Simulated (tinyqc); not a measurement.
Inside a calculation. Model: hot carriers by balance equations with a heated Maxwellian. Computed by tinyqc, a small Python program that keeps every step. Command: `OMP_NUM_THREADS=1 python tinyqc.py 3003949 3003950 out.jsonl hot walk`. One thread of a shared host (Intel(R) Xeon(R) Processor @ 2.30GHz), about 0.01 s of CPU time with the checks. Intermediate numbers are printed to about 6 digits and carried at full precision; extremes and crossings named in words are read from the listed rows.

The carriers follow a Maxwellian at an electron temperature T_e, slightly displaced; the drift energy is neglected against k_B T_e. The balance averages the rate, not the time, so mu_0 lies below the relaxation-time value.

Inputs (values chosen for the exercise, modelled on holes in silicon):
```
quantity                                          value       unit
effective mass m                                  0.503        m_0
density rho                                        2329     kg/m^3
sound velocity v_l                                 9010        m/s
acoustic deformation potential D_A                  5.2         eV
phonon energy hbar w                               61.5        meV
optical or intervalley deformation potential D_o    9.4  1e8 eV/cm
final valleys Z_f                                     1          -
lattice temperature T                               300          K
electric field F                                     49      kV/cm
mixing                                              0.2          -
iteration cap                                       300          -
```

Band: parabolic. Solver: damped fixed point.

Constants: k_B = 8.617333262e-05 eV/K; k_B = 1.380649e-23 J/K; e = 1.602176634e-19 C; hbar = 1.054571817e-34 J s; m_0 = 9.1093837015e-31 kg; hbar = 6.582119569e-16 eV s.

## Equilibrium values

Parabolic band: E = hbar^2 k^2/(2 m), speed v = hbar k/m, states per spin, volume and energy g(E) = m k/(2 pi^2 hbar^2). Masses are multiplied by m_0 and all formulas are in SI units. Phonon occupation N_q = 1/(exp(hbar w/(k_B T)) - 1). Acoustic deformation potential (elastic, equipartition, absorption and emission together): 1/tau = 2 pi k_B T D_A^2 g(E)/(hbar rho v_l^2). Optical or intervalley deformation potential: 1/tau = (pi Z_f D_o^2/(rho w)) [N_q g(E + hbar w) + (N_q + 1) g(E - hbar w)], with g = 0 below the band edge. Averages over the Maxwellian, <y> = int y x^(1/2) exp(-x) dx / int x^(1/2) exp(-x) dx with x = E/(k_B T_e), split at x_0 = hbar w/(k_B T_e): 64 Gauss-Legendre points in sqrt(x) below it and 128 in sqrt(x - x_0) above it, up to x = 32. Momentum balance: mu(T_e) = e/(m nu), nu = <x (sum of rates)>/<x>. Power lost per carrier: P(T_e) = hbar w <emission rate - absorption rate> + <(2 m v_l^2/(k_B T)) (E - 2 k_B T) acoustic rate>. Energy relaxation time at weak heating: tau_E = (3/2) k_B / (dP/dT_e), the derivative by a central difference of +/- 0.5 K at T_e = T.

low-field mobility mu_0 = 743.708 cm^2/(V s)

energy relaxation time tau_E = 0.330382 ps

Energy and momentum relax at comparable rates here.

## Balance functions

The field that sustains T_e follows from e mu F^2 = P.

Against the electron temperature:
```
T_e (K)  mu (cm^2/(V s))  P optical (1e9 eV/s)  P acoustic (1e9 eV/s)  F (kV/cm)  drift velocity (1e7 cm/s)
330              668.178                12.005            1.21414e-01     4.2601                    0.28465
390              558.263                37.609            3.95973e-01     8.2509                    0.46062
480              454.155                77.532            8.78585e-01    13.1397                    0.59674
600              371.706               129.971            1.63715e+00    18.8166                    0.69943
900              271.107               247.672            4.01017e+00    30.4689                    0.82603
1500             193.664               431.181            1.03542e+01    47.7483                    0.92471
2400             147.070               633.340            2.29200e+01    66.8000                    0.98243
3600             117.659               837.588            4.41119e+01    86.5659                    1.01853
```

Optical phonons take 99 % of the power in the first row and 95 % in the last. The velocity grows as F^0.73 at first and as F^0.14 at the end, so it levels off; if optical phonons alone set both balances the limit at high T_e would be sqrt(3 hbar w tanh(hbar w/2 k_B T)/(4 m)) = 1.16 in the same unit. Rows above 1400 K (k_B T_e > 0.12 eV) stretch the parabolic band.

## First iteration

Fixed point: T_out = T + (T_e - T) e mu(T_e) F^2/P(T_e), T_new = T_e + mixing (T_out - T_e). Start at T_e = 1.5 T.

mu at the start = 483.227 cm^2/(V s)

P at the start = 6.48861e+10 eV/s

new T_e = 956.429 K

## The whole iteration

Start at T_e = 1.5 T; stop when T_e moves by less than 1e-6 K or exceeds 1e6 K.

Course of the iteration:
```
iteration  T_e (K)  mu (cm^2/(V s))     step (K)
1           450.00          483.227  5.06429e+02
2           956.43          259.699  1.69583e+02
3          1126.01          232.414  1.14340e+02
4          1240.35          218.199  8.11557e+01
5          1321.51          209.554  5.89250e+01
6          1380.43          203.883  4.33188e+01
7          1423.75          199.996  3.20882e+01
...            ...              ...          ...
62         1551.31          189.728  5.29653e-06
63         1551.31          189.728  3.99057e-06
64         1551.31          189.728  3.00662e-06
65         1551.31          189.728  2.26528e-06
66         1551.31          189.728  1.70673e-06
67         1551.31          189.728  1.28590e-06
68         1551.31          189.728  9.68840e-07
```

electron temperature T_e = 1551.31 K

Converged in 68 iterations.

## Drift velocity

v = mu(T_e) F; warm-carrier coefficient (mu/mu_0 - 1)/F^2.

mobility mu(T_e) = 189.728 cm^2/(V s)

drift velocity = 0.929666 1e7 cm/s

mu/mu_0 = 0.255111

(mu/mu_0 - 1)/F^2 = -3.10241e-04 cm^2/kV^2

T_e/T = 5.17; the simple estimate T + (2/3) e mu_0 F^2 tau_E/k_B would give 4864 K, too high since mu falls and tau_E changes as the gas heats. Caution: k_B T_e exceeds 0.12 eV, where non-parabolicity and a non-Maxwellian tail matter.

Checks made by the program: detailed balance, P(T_e = T) = 0, on the scale of P at 1.1 T (relative difference below 1e-10).
